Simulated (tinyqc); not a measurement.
Stress in a transistor channel from embedded alloy regions, liners and fins, by half-space elasticity: one step, computed by the program tinyqc.

Plane strain in an isotropic half-space, the same constants everywhere; x along the channel from its centre, y downwards from the free surface; stress is positive in tension.

Question. Mobility change, linear estimate. d mu/mu = -(pi_L s_xx + pi_z s_yy) for the embedded regions alone; the stress across the width is left out.

Inputs (values chosen for the exercise, modelled on silicon): longitudinal piezoresistance coefficient = -31.5 1e-11/Pa; vertical piezoresistance coefficient = 53 1e-11/Pa.

Stressor: Si(1-x)C(x) source and drain.

s_xx = 676.4411 MPa

s_yy = -7.692875 MPa

Give: mobility change.

Answer.

mobility change = 21.716 %

The vertical stress supplies 0.41 of these points. Caution: beyond a few hundred MPa bulk piezoresistance coefficients no longer describe an inversion layer well.
